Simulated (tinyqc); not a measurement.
Thermoelectric coefficients with energy filtering, Landauer integrals: one step of the calculation.

Bulk parabolic band, x = (E - Ec)/kB T, C = hbar^2/(2 m0), kB T in eV. Modes per area gv m kB T x/(4 pi C) times the back-scattering length l0 x^rr give the transport function s0 X(x), s0 = (2 q^2/h) gv m kB T l0/(4 pi C), X = x^(1 + rr), multiplied by tb for x < xb. I_k = int X (x - eta)^k w dx, w = 1/(4 cosh^2((x - eta)/2)).

Problem. The three integrals on a coarse grid. Simpson's rule on nE equally spaced points from xa to xe.

Parameters, values chosen for the exercise:
- rr = 1 (energy exponent of that length)
- eta = 6.7 (reduced Fermi level (EF - Ec)/kB T)
- xb = 8.5 (barrier height over kB T, above Ec)
- tb = 0.2 (share of the transport function left below the barrier)
- xa = 0 (lower end of the grid)
- xe = 19 (upper end of the grid)
- nE = 13 (points of the grid)

Wanted: x; X; w; X w; I_0, I_1, I_2 on this grid.

Solution.

```
point      x       X         w       X w
0       0.00       0  0.001228         0
1       1.58  0.5014  0.005925  0.002971
2       3.17   2.006   0.02757   0.05530
3       4.75   4.513    0.1090    0.4920
4       6.33   8.022    0.2418     1.940
5       7.92   12.53    0.1763     2.210
6       9.50   90.25   0.05404     4.877
7      11.08   122.8   0.01218     1.496
8      12.67   160.4  0.002550    0.4091
9      14.25   203.1  5.256e-4    0.1067
10     15.83   250.7  1.080e-4   0.02707
11     17.42   303.3  2.217e-5  0.006725
12     19.00   361.0  4.552e-6  0.001643
```

I_0, I_1, I_2 on this grid: 16.82  35.62  145.4

Range of the model: Parabolic bands, elastic scattering and a fixed kL make these model figures, not those of a material.

Program tinyqc, `OMP_NUM_THREADS=1 python tinyqc.py 2800041 2800042 out.jsonl`; Intel Xeon 2.30GHz, shared host, one thread, about 0.02 s.
